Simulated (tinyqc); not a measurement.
Pariser-Parr-Pople SCF with singles CI, for the molecule [CH2+]c1ccccc1 (SMILES; centres numbered as the heavy atoms are written), step by step. One step of it, computed by the program tinyqc.

Task: Iteration 3: Fock matrix. F_rr = H_rr + P_rr gamma_rr / 2 + sum_(s != r) P_ss gamma_rs; F_rs = H_rs - P_rs gamma_rs / 2; E = tr P (H + F) / 2 + core repulsion sum_(r<s) z_r z_s gamma_rs.

P after iteration 2:
```
           1C         2C         3C         4C         5C         6C         7C
1C   0.446768   0.658374   0.262255  -0.116420  -0.267343  -0.116420   0.262255
2C   0.658374   1.062452   0.499600  -0.016518  -0.216104  -0.016518   0.499600
3C   0.262255   0.499600   0.880592   0.714186   0.177373  -0.281196  -0.209563
4C  -0.116420  -0.016518   0.714186   0.955432   0.625854   0.045587  -0.281196
5C  -0.267343  -0.216104   0.177373   0.625854   0.818732   0.625854   0.177373
6C  -0.116420  -0.016518  -0.281196   0.045587   0.625854   0.955432   0.714186
7C   0.262255   0.499600  -0.209563  -0.281196   0.177373   0.714186   0.880592
```

core matrix H (eV):
```
            1C          2C          3C          4C          5C          6C          7C
1C  -31.342606   -2.390000    0.000000    0.000000    0.000000    0.000000    0.000000
2C   -2.390000  -36.841804   -2.390000    0.000000    0.000000    0.000000   -2.390000
3C    0.000000   -2.390000  -35.465228   -2.390000    0.000000    0.000000    0.000000
4C    0.000000    0.000000   -2.390000  -34.521892   -2.390000    0.000000    0.000000
5C    0.000000    0.000000    0.000000   -2.390000  -34.271463   -2.390000    0.000000
6C    0.000000    0.000000    0.000000    0.000000   -2.390000  -34.521892   -2.390000
7C    0.000000   -2.390000    0.000000    0.000000    0.000000   -2.390000  -35.465228
```

repulsion gamma_rs (eV):
```
           1C         2C         3C         4C         5C         6C         7C
1C  10.280000   5.141365   3.764222   2.820886   2.571024   2.820886   3.764222
2C   5.141365  10.280000   5.142057   3.764222   3.427880   3.764222   5.142057
3C   3.764222   5.142057  10.280000   5.141365   3.764222   3.428496   3.764865
4C   2.820886   3.764222   5.141365  10.280000   5.142057   3.764865   3.428496
5C   2.571024   3.427880   3.764222   5.142057  10.280000   5.142057   3.764222
6C   2.820886   3.764222   3.428496   3.764865   5.142057  10.280000   5.141365
7C   3.764222   5.142057   3.764865   3.428496   3.764222   5.141365  10.280000
```

Centres (angstrom, eV; a flat drawing with bonds scaled to 1.40 angstrom):
```
centre          x          y  core charge z          W   gamma_rr
1C       2.400000   0.000000              1  10.460000  10.280000
2C       1.000000   0.000000              1  10.460000  10.280000
3C       0.300000   1.212000              1  10.460000  10.280000
4C      -1.100000   1.212000              1  10.460000  10.280000
5C      -1.800000   0.000000              1  10.460000  10.280000
6C      -1.100000  -1.212000              1  10.460000  10.280000
7C       0.300000  -1.212000              1  10.460000  10.280000
```

Give: F; pi energy.

Result:

F (eV):
```
         1C        2C       3C       4C       5C       6C       7C
1C  -9.4590   -4.0825  -0.4936   0.1642   0.3437   0.1642  -0.4936
2C  -4.0825  -10.0283  -3.6745   0.0311   0.3704   0.0311  -3.6745
3C  -0.4936   -3.6745  -9.2089  -4.2259  -0.3338   0.4820   0.3945
4C   0.1642    0.0311  -4.2259  -8.9978  -3.9991  -0.0858   0.4820
5C   0.3437    0.3704  -0.3338  -3.9991  -8.8173  -3.9991  -0.3338
6C   0.1642    0.0311   0.4820  -0.0858  -3.9991  -8.9978  -4.2259
7C  -0.4936   -3.6745   0.3945   0.4820  -0.3338  -4.2259  -9.2089
```

pi energy = -76.6813 eV
